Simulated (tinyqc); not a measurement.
From one set of inputs to another, one input at a time: atomic layer deposition: Langmuir saturation, growth per cycle and coating of deep features. Computed by tinyqc, a small Python program. Command: `OMP_NUM_THREADS=1 python tinyqc.py 3028830 3028831 out.jsonl ald ladder`. One thread of a shared host (Intel(R) Xeon(R) Processor @ 2.30GHz), about 0.04 s of CPU time with the checks.

Precursor A sticks only on free sites, so a long enough pulse saturates; co-reactant B then frees the sites again.

The inputs printed are set A. Set A is modelled on hafnium oxide from an amide and water; the values taken over come from a set modelled on silicon dioxide from an aminosilane and ozone. Inputs not listed in the table keep their values of set A, so the rows need not describe a real material.

Inputs (values chosen for the exercise, modelled on hafnium oxide from an amide and water):
```
quantity                                  value      unit
precursor mass M                            411         u
site density q                              2.5    1/nm^2
growth per cycle at saturation G              1  angstrom
sticking probability beta on free sites  0.0032         -
precursor pressure p                         17        Pa
temperature T                               225         C
pulse time t                             0.0094         s
co-reactant completion per pulse c_B       0.95         -
desorption energy E_d                      1.81        eV
purge time t_p                              4.6         s
aspect ratio a                               33         -
```

Feature: round hole.

Constants: u = 1.6605390666e-27 kg; k_B = 1.380649e-23 J/K; k_B = 8.617333262e-05 eV/K.

Method:
- Wall flux F = p/sqrt(2 pi M k_B T); rate of filling k_a = beta F/q; desorption k_d = 1e13 exp(-E_d/(k_B T)) per second. 1/m^2 = 1e-18/nm^2.
- Temperatures in kelvin are T(C) + 273.15.
- One cycle from coverage th0: pulse A gives th1 = th_s + (th0 - th_s) exp(-(k_a + k_d) t), th_s = k_a/(k_a + k_d); the purge leaves th2 = th1 exp(-k_d t_p); pulse B converts c_B th2 into film and leaves th3 = (1 - c_B) th2. Growth = G c_B th2.
- The periodic state has th0 = th3: th0 = (1 - c_B) e_p th_s (1 - e_a)/(1 - (1 - c_B) e_p e_a), with e_a = exp(-(k_a + k_d) t), e_p = exp(-k_d t_p).
- Share of impinging molecules used = q (th1 - th0)/(F t).
- Diffusion-limited filling (Gordon) of a round hole of diameter w: a saturation front at depth z needs dz/dt = D_K n/(z (4q/w)), with Knudsen D_K = w c/3 and F = n c/4; including the entrance and floor terms, t = (q/F)(1 + 19a/4 + 3a^2/2). Reaction-limited filling needs ln(100)/k_a at any depth, k_a = beta F/q. Flow is molecular. The front picture holds when the modulus a sqrt(beta) is well above 1.
- Depth reached by the given pulse: solve the same formula for a. Exposure = p x diffusion-limited time; 1 langmuir = 1.33322e-4 Pa s.

Each row keeps all changes above it; columns: (1) input moved; (2) from; (3) to; (4) diffusion-limited time (s); (5) time to 99 % without desorption, ln(100)/k_a (s); (6) share of impinging molecules used:
```
(1)                                             (2)    (3)      (4)       (5)       (6)
set A                                             -      -  0.04524  0.036345  0.001804
sticking probability beta on free sites      0.0032  0.079  0.04524  0.001472  0.002552
temperature T (C)                               225    275  0.04745  0.001544  0.002678
site density q (1/nm^2)                         2.5    2.7  0.05125  0.001668  0.002892
aspect ratio a                                   33     25  0.03025  0.001668  0.002892
growth per cycle at saturation G (angstrom)       1    1.2  0.03025  0.001668  0.002892
purge time t_p (s)                              4.6    2.3  0.03025  0.001668  0.002892
precursor pressure p (Pa)                        17    1.7  0.30250  0.016679  0.026859
```

Where does the difference come from?

Diffusion-limited time goes from 0.0452 to 0.302, a factor 6.69 in all. The largest single move comes from precursor pressure p (a factor 10.0), and aspect ratio a works against it (a factor 0.590). Time to 99 % without desorption, ln(100)/k_a goes from 0.0363 to 0.0167, a factor 0.459 in all. The largest single move comes from sticking probability beta on free sites (a factor 0.0405), and precursor pressure p works against it (a factor 10.0). Share of impinging molecules used goes from 0.00180 to 0.0269, a factor 14.9 in all. The largest single move comes from precursor pressure p (a factor 9.29). The single moves hold for this order of the switches; the total does not depend on the order.

Caution (rows set A): the modulus is not well above 1 or the Gordon time is under three times ln(100)/k_a, so there is no sharp front: the Gordon time is only a lower bound and the reaction time must be met as well.

Extremes, crossings and ranges named in words are read from the listed rows.
